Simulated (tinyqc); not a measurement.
All-pass ring resonator: two steps of the calculation.

A ring of length L = 2 pi Rr coupled to one bus waveguide: round-trip amplitude a = 10^(-al L/20), self-coupling t = sqrt(1 - k2). At detuning d from the resonance the round-trip phase is p = 2 pi d/FSR and the transmission T = (a^2 - 2 a t cos p + t^2)/(1 - 2 a t cos p + a^2 t^2). Lossless coupler, linear absorption only.

Inputs (values chosen for the exercise); values close to those of silicon waveguides: cold resonance wavelength lam = 1550 nm; ring radius Rr = 15 um; group index ng = 4.32; propagation loss al = 6 dB/cm; power coupling k2 = 0.0059; thermo-optic change of the effective index dT = 0.00019 1/K; thermal resistance Rt = 12 K/mW; share of the loss that heats the ring fa = 0.38; input power Pin = 0.047 mW; laser detuning from the cold resonance dl = -11 pm.

Constants: c = 299792458 m/s. Results are converted to the units shown.

Task 1. Resonance parameters. FSR = lam^2/(ng L), finesse F = pi sqrt(a t)/(1 - a t), FWHM = FSR/F, Q = lam/FWHM, Tmin = (a - t)^2/(1 - a t)^2, power build-up k2 a^2/(1 - a t)^2, optical bandwidth c/(lam Q).

Give: a; t; FSR; F; FWHM; Q; Tmin; build-up; bandwidth.

Result 1.

a = 0.99351
t = 0.99705
FSR = 5.9008 nm
F = 331.77
FWHM = 17.786 pm
Q = 87149
Tmin = -8.5176 dB
build-up = 65.567
bandwidth = 2.2194 GHz

The ring is undercoupled; critical coupling needs k2 = 1 - a^2 = 0.0129.

Task 2. Thermal shift of the resonance. T is the transmission at d = dl - s, p = 2 pi d/FSR; out = (lam dT/ng) Rt fa (1 - T) Pin; s(new) = out.

s after iteration 1 = 4.9624138 pm
a = 0.99351074
t = 0.99704564
FSR = 5.9007678 nm

Wanted: d; T; out; s after iteration 2.

Result 2.

d = -15.962 pm
T = 0.79646
out = 2.9738 pm
s after iteration 2 = 2.9738 pm

Program tinyqc, `OMP_NUM_THREADS=1 python tinyqc.py 2650039 2650040 out.jsonl`; Intel Xeon 2.30GHz, shared host, one thread, about 0.01 s.
